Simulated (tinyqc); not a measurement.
Strength against creep resistance: grain growth, pinning, strength and diffusional creep of a polycrystal or thin film. Computed by tinyqc, a small Python program. Command: `OMP_NUM_THREADS=1 python tinyqc.py 3002405 3002406 out.jsonl grain walk`. One thread of a shared host (Intel(R) Xeon(R) Processor @ 2.30GHz), about 0.01 s of CPU time with the checks.

One mean grain size d describes the structure.

Inputs (values chosen for the exercise, modelled on aluminium):

| quantity | value | unit |
|---|---|---|
| atomic volume Omega | 16.59 | angstrom^3 |
| boundary energy gamma | 0.3 | J/m^2 |
| mobility prefactor M0 | 1e-05 | m^4/(J s) |
| activation energy of boundary motion Q_m | 1.05 | eV |
| anneal temperature T | 515 | K |
| anneal time t | 66 | s |
| initial grain size d0 | 150 | nm |
| particle volume fraction f | 0.0069 | - |
| particle radius r | 3.5 | nm |
| Hall-Petch slope k_y | 0.067 | MPa m^0.5 |
| lattice diffusion energy Q_l | 1.48 | eV |
| boundary diffusion energy Q_b | 0.835 | eV |
| lattice prefactor D0 | 2.7e-05 | m^2/s |
| boundary prefactor delta D0b | 2e-14 | m^3/s |
| applied stress sigma | 28 | MPa |
| service temperature T_c | 339 | K |

Sample: bulk.

Constants: k_B = 8.617333262e-05 eV/K; k_B = 1.380649e-23 J/K.

Method:
- M = M0 exp(-Q_m/(k_B T)). The driving pressure is 2 gamma/d. Zener pinning pressure 3 f gamma/(2 r) stops growth at d_Z = 4 r/(3 f). The limit is d_lim = d_Z.
- dd/dt = 2 M gamma (1/d - 1/d_lim) integrates to 2 M gamma t = d_lim (d0 - d) + d_lim^2 ln[(d_lim - d0)/(d_lim - d)]; without pinning d^2 = d0^2 + 4 M gamma t.
- Nabarro-Herring rate = 14 sigma Omega D_l/(k_B T d^2), D_l = D0 exp(-Q_l/(k_B T)); Coble rate = 14 pi sigma Omega delta D_b/(k_B T d^3), delta D_b = delta D0b exp(-Q_b/(k_B T)); they are equal at d_x = pi delta D_b/D_l.
- Hall-Petch term k_y/sqrt(d).

crossover size d_x = 9.03181e+06 micrometre

At T_c and sigma:

| d (nm) | Hall-Petch term (MPa) | Nabarro-Herring (1/s) | Coble (1/s) | time to 1 % (s) |
|---|---|---|---|---|
| 30 | 386.82 | 4.1438e-12 | 1.2475e-03 | 8.0158e+00 |
| 100 | 211.87 | 3.7294e-13 | 3.3683e-05 | 2.9688e+02 |
| 300 | 122.32 | 4.1438e-14 | 1.2475e-06 | 8.0158e+03 |
| 1000 | 67.00 | 3.7294e-15 | 3.3683e-08 | 2.9688e+05 |
| 3000 | 38.68 | 4.1438e-16 | 1.2475e-09 | 8.0158e+06 |
| 10000 | 21.19 | 3.7294e-17 | 3.3683e-11 | 2.9688e+08 |
| 100000 | 6.70 | 3.7294e-19 | 3.3683e-14 | 2.9688e+11 |

From 100 micrometre to 30 nm grains the Hall-Petch term grows 58 times, while the time to 1 % strain shrinks by 10.6 decades. Coble creep rules in 7 of the seven rows (d_x is a millimetre or more). Fine grains resist slip but creep fast. The Hall-Petch value at 30 nm is at the edge of that law.

Extremes, crossings and ranges named in words are read from the listed rows.
